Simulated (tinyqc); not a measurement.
Two-dimensional electron gas with Rashba and Dresselhaus coupling: one step. The matrix. Two cases, with inputs chosen for the exercise.

Question. H = [[E0, Bx - i By], [Bx + i By, E0]] in meV; diagonalise. Precession period h/(2|B|) = 2 pi hbar/(splitting).

Constants: hbar = 6.58211957e-16 eV s.

Case 1.

E0 = 167.05510 meV

Bx, By (meV): 13.941455  3.258079

Case 2.

E0 = 18.35910 meV

Bx, By (meV): 0.077911  -0.322216

Give: H; levels; period.

Answer.

Case 1.

H (meV):
```
                   up             down
up           167.0551  13.9415-3.2581i
down  13.9415+3.2581i         167.0551
```

levels (meV): 152.7380  181.3722

period = 0.144 ps

Case 2.

H (meV):
```
                  up            down
up           18.3591  0.0779+0.3222i
down  0.0779-0.3222i         18.3591
```

levels (meV): 18.0276  18.6906

period = 6.24 ps

Computed by tinyqc, one run a case: `OMP_NUM_THREADS=1 python tinyqc.py N N+1 out.jsonl` with N = 1450525, 1450616; one thread of a shared Intel(R) Xeon(R) Processor @ 2.30GHz, about 0.01 s a run at most.
